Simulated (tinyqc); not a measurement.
The 3-omega method: a line heater on a substrate with a thin film. From one set of inputs to another, one input at a time. Computed by tinyqc, a small Python program. Command: `OMP_NUM_THREADS=1 python tinyqc.py 3028399 3028400 out.jsonl threeomega ladder`. One thread of a shared host (Intel(R) Xeon(R) Processor @ 2.30GHz), about 0.02 s of CPU time with the checks.

A current at angular frequency omega = 2 pi f heats the line at 2 omega with the amplitude P per length; the temperature swing Delta T at 2 omega gives a voltage at 3 omega. The substrate is taken as semi-infinite and isotropic, and the heat capacity of heater and film is left out.

The inputs printed are set A. Set A is modelled on a phase-change telluride on diamond; the values taken over come from a set modelled on hafnia on silicon. Inputs not listed in the table keep their values of set A, so the rows need not describe a real material.

Inputs (values chosen for the exercise, modelled on a phase-change telluride on diamond): substrate conductivity kappa = 1960 W/(m K); substrate heat capacity C = 1.81 1e6 J/(m^3 K); heater half-width b = 3.2 micrometre; power amplitude per length P = 43 W/m; current frequency f = 1700 Hz; film thickness t = 440 nm; film conductivity kappa_f = 0.55 W/(m K); interface resistance R_i = 4.5 m^2 K/GW; substrate thickness d_s = 300 micrometre; temperature coefficient of resistance beta = 3 1e-3/K; voltage amplitude V_1 = 2.7 V.

Method:
- D = kappa/C; q = sqrt(2 i omega/D); penetration depth 1/|q| = sqrt(D/(2 omega)).
- Delta T_s = (P/(pi kappa)) int_0^infinity (sin x/x)^2 / sqrt(x^2 + (q b)^2) dx with (q b)^2 = i |q b|^2, averaged over the heater width (12 Gauss-Legendre points on each of the pieces 0, 14 log-spaced edges from 1e-5 to 1, and multiples of pi to 40 pi; the tail adds 1/(4 (40 pi)^2)).
- For |q| b much below 1: Delta T_s = (P/(pi kappa)) [-ln(|q| b) + eta - i pi/4], eta = 3/2 - C_E = 0.92278, with Euler's C_E = 0.5772157.
- One-dimensional flow across the film: Delta T_f = P (t/kappa_f + R_i)/(2 b); total in-phase swing Delta T = Delta T_s + Delta T_f; third-harmonic amplitude V_3 = V_1 beta |Delta T|/2 with the out-of-phase part included; the apparent film conductivity is t/(t/kappa_f + R_i).

Each row keeps all changes above it:
```
input moved                                from    to  V_3 (mV)  film share of the in-phase swing  out-of-phase Delta T_s (K)
set A                                         -     -     22.04                            0.9934                    -0.00548
substrate heat capacity C (1e6 J/(m^3 K))  1.81  1.58     22.04                            0.9933                    -0.00548
current frequency f (Hz)                   1700   150     22.07                            0.9917                    -0.00548
film thickness t (nm)                       440   200     10.20                            0.9821                    -0.00548
interface resistance R_i (m^2 K/GW)         4.5    11     10.38                            0.9824                    -0.00548
heater half-width b (micrometre)            3.2   5.1      6.57                            0.9742                    -0.00548
substrate conductivity kappa (W/(m K))     1960   153      8.11                            0.7891                    -0.07023
film conductivity kappa_f (W/(m K))        0.55  0.99      5.35                            0.6803                    -0.07023
```

V_3 goes from 22.0 to 5.35, a factor 0.243 in all. The largest single move comes from film thickness t (a factor 0.462), and substrate conductivity kappa works against it (a factor 1.24). Film share of the in-phase swing goes from 0.993 to 0.680, a factor 0.685 in all. The largest single move comes from substrate conductivity kappa (a factor 0.810). Out-of-phase Delta T_s goes from -0.00548 to -0.0702, -0.0647 in all. The largest single move comes from substrate conductivity kappa (-0.0647). The single moves hold for this order of the switches; the total does not depend on the order.

Caution (all rows): the penetration depth exceeds a fifth of the substrate thickness, so the back face is felt and the semi-infinite formula fails.

Extremes, crossings and ranges named in words are read from the listed rows.
